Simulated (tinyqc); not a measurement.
Inside a calculation. Model: stress in a transistor channel from embedded alloy regions, liners and fins, by half-space elasticity. Computed by tinyqc, a small Python program that keeps every step. Command: `OMP_NUM_THREADS=1 python tinyqc.py 3011519 3011520 out.jsonl stressor walk`. One thread of a shared host (Intel(R) Xeon(R) Processor @ 2.30GHz), about 0.01 s of CPU time with the checks. Intermediate numbers are printed to about 5 digits and carried at full precision; extremes and crossings named in words are read from the listed rows.

Plane strain in an isotropic half-space, the same constants everywhere; x along the channel from its centre, y downwards from the free surface; stress is positive in tension.

Inputs (values chosen for the exercise, modelled on silicon):
```
quantity                                   value      unit
alloy fraction x                            0.22         -
lattice change per unit x, beta           0.0418         -
Young's modulus E                            162       GPa
Poisson ratio nu                            0.26         -
channel length L                             100        nm
length of each stressor S                     45        nm
recess depth d                                55        nm
depth of the field point y                     5        nm
liner stress                                -1.7       GPa
liner thickness t                             20        nm
length of a cut fin or stripe                 80        nm
height of the strained layer h                20        nm
longitudinal piezoresistance coefficient    68.3  1e-11/Pa
vertical piezoresistance coefficient       -0.97  1e-11/Pa
```

Stressor: Si(1-x)Ge(x) source and drain.

## Misfit and the pressure on the side walls

Misfit e = beta x. A fully constrained inclusion holds the stress -p with p = E e/(1 - 2 nu); a blanket film would hold -E e/(1 - nu) in the plane.

misfit e = 0.009196

p = 3.10365 GPa

stress of a blanket film = -2.0132 GPa

## Stress at the centre of the channel

A line element dA of misfit at (a, c) in the half-space gives, with C = E e/(2 pi (1 - nu)), X = x - a, r1^2 = X^2 + (y - c)^2, r2^2 = X^2 + Y^2, Y = y + c: s_xx = -C dA {[X^2 - (y - c)^2]/r1^4 + 3 [X^2 - Y^2]/r2^4 + 4 y Y (Y^2 - 3 X^2)/r2^6}, s_yy = C dA {[X^2 - (y - c)^2]/r1^4 - [X^2 - Y^2]/r2^4 + 4 y Y (Y^2 - 3 X^2)/r2^6}. These are integrated over two rectangles, L/2 < |a| < L/2 + S, 0 < c < d (closed form in a, 200 Gauss-Legendre points in c).

s_xx = -678.40 MPa

s_yy = -2.5492 MPa

s_xx over the blanket-film stress = 0.33698

The channel is compressed along its length; s_yy is 0.0038 of s_xx in size and vanishes at the surface.

## Closed form at the surface

At x = y = 0 the integral is s_xx = -(4/pi) [E e/(1 - nu)] [arctan(2 d/L) - arctan(d/(L/2 + S))].

s_xx at the surface = -789.96 MPa

For fixed L and S it is largest at d = sqrt((L/2)(L/2 + S)) = 68.9 nm; d is short of that.

## A stressed liner, as two edge forces

The liner over source and drain ends at the gate, x = -/+ L/2, and pulls there with the force per width F = (liner stress) t along the surface. A tangential line force gives s_xx = (2 F/pi) X^3/(X^2 + y^2)^2 at the distance X; two of them add at the centre, X = L/2. For L > 3.5 y the concentrated force is an upper bound.

edge force F = -34 N/m

s_xx from the liner = -848.74 MPa

## Mobility change, linear estimate

d mu/mu = -(pi_L s_xx + pi_z s_yy) for the embedded regions alone; the stress across the width is left out.

mobility change = 46.332 %

The vertical stress supplies -0.0025 of these points. Caution: beyond a few hundred MPa bulk piezoresistance coefficients no longer describe an inversion layer well.

## Relaxation at the ends of a cut stripe

Shear-lag estimate for a stripe of length l and height h on a like substrate: the stress along it is s(x)/s_film = 1 - cosh(x/lam)/cosh(l/(2 lam)), lam = (pi/2) g h with g = 1.258; mean = 1 - (2 lam/l) tanh(l/(2 lam)).

transfer length lam = 39.521 nm

share kept at the centre = 0.35792

share kept on average = 0.24254

Cutting has released much of the strain.

## Along the channel and with depth

The formulas are those given above.

Stress (MPa):
```
2x/L  s_xx at y  s_yy at y  s_xx at d/2  s_xx at 1.5 d
0.0     -678.40     -2.549      -234.90          94.48
0.2     -681.19     -2.206      -230.11          95.49
0.4     -683.27     -0.746      -220.76         100.49
0.6     -656.78      4.485      -227.73         115.39
0.8     -495.79     40.673      -296.59         147.71
```

Near the surface s_xx changes by -27 % from the centre to 2x/L = 0.8. At the centre, s_xx at half the recess depth is 0.35 of its value at y, and below the recess -0.14. An element acts with the sign of X^2 - (y - c)^2, so its direct term reverses where the offset in depth exceeds the lateral distance, and the image terms that amplify the stress near the surface fade with depth.

## Shrinking the pitch

L and S are scaled together at fixed d, then S alone, then L alone.

S_xx at the centre (MPa):
```
scale  L and S scaled  S alone  L alone
0.35          -255.53   -287.7  -846.31
0.50          -472.46   -393.2  -878.68
0.70          -619.56   -518.6  -818.47
1.00          -678.40   -678.4  -678.40
1.40          -641.15   -849.1  -510.27
2.00          -539.03  -1040.0  -338.75
3.00          -402.37  -1251.2  -190.12
```

Halving S alone keeps 0.58 of the stress, halving L alone gives 1.30, and halving both 0.70: a shorter channel brings the walls closer, a shorter stressor brings its far wall, which pulls the other way, closer too. Neighbouring devices are left out.

Checks made by the program: surface stress against its closed form; zero normal stress at the surface (relative difference below 1e-10).
